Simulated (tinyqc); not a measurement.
Moving boundary against the simple erfc: out-diffusion of a doped substrate or buried layer into a growing epitaxial film. Computed by tinyqc, a small Python program. Command: `OMP_NUM_THREADS=1 python tinyqc.py 3016611 3016612 out.jsonl buried walk`. One thread of a shared host (Intel(R) Xeon(R) Processor @ 2.30GHz), about 0.01 s of CPU time with the checks.

x is counted from the original substrate surface into the film, whose surface moves as x = v t. Substrate dopant has one diffusivity; the dopant of the film is taken as uniform.

Inputs (values chosen for the exercise, modelled on phosphorus in silicon): prefactor D0 = 4.32 cm^2/s; activation energy E = 3.67 eV; substrate concentration C_s = 1.3e+18 1/cm^3; film doping C_e = 3.4e+16 1/cm^3; growth rate v = 1 um/min; film thickness d = 1.5 um; growth temperature T = 1200 C.

Film doping: opposite type.

Constants: k_B = 8.617333262e-05 eV/K.

Method:
- D = D0 exp(-E/(k_B T)); growth time t = d/v; l = 2 sqrt(D t); growth number G = v t/l = d/l; 1 um = 1e-4 cm.
- Temperatures in kelvin are T(C) + 273.15.
- For a surface that grows from dopant-free material and loses none by evaporation, with u = x/l and s = G - u: C/C_s = (1/2) [erfc(u) + (1 + 4 G (G + s)) exp(4 G s) erfc(G + s) - (4G/sqrt(pi)) exp(-u^2)]; for large G it tends to (1/2) erfc(u).
- Early in the growth G = sqrt(v x_s/(4 D)) for the thickness x_s reached so far; rows give C at the interface (u = 0) and at the surface (u = G).

diffusivity D = 1.20250e-12 cm^2/s

growth number G = 7.20937

The first stage of growth:
```
G     C/C_s at the interface  C at the surface (1/cm^3)  simple erfc there (1/cm^3)   ratio  thickness x_s (nm)
0.10                 0.82403                 1.0316e+18                  5.7690e+17  1.7883          2.8860e-01
0.25                 0.67967                 7.1387e+17                  4.7039e+17  1.5176          1.8037e+00
0.50                 0.57719                 3.6382e+17                  3.1168e+17  1.1673          7.2150e+00
0.75                 0.53808                 1.7107e+17                  1.8775e+17  0.9112          1.6234e+01
1.00                 0.52090                 7.3827e+16                  1.0224e+17  0.7221          2.8860e+01
1.50                 0.50794                 1.0434e+16                  2.2032e+16  0.4736          6.4935e+01
2.00                 0.50373                 9.9534e+14                  3.0405e+15  0.3274          1.1544e+02
2.50                 0.50202                 6.2584e+13                  2.6452e+14  0.2366          1.8037e+02
3.00                 0.50121                 2.5484e+12                  1.4359e+13  0.1775          2.5974e+02
```

What does the comparison show, and why?

At the interface the value falls from 0.824 towards 1/2 as G grows; among these rows it is within 1 % of 1/2 from G = 2 on. At the surface the ratio to the simple erfc goes from 1.788 to 0.177: a fixed wall would double the value, while fresh undoped material dilutes a fast-moving surface. The surface value drops below C_e = 3.4e16 by the row at 64.9 nm; the finished film has G = 7.21. Caution: rows with a thickness or a length l = x_s/G below about 1 nm are formal for a continuum model.
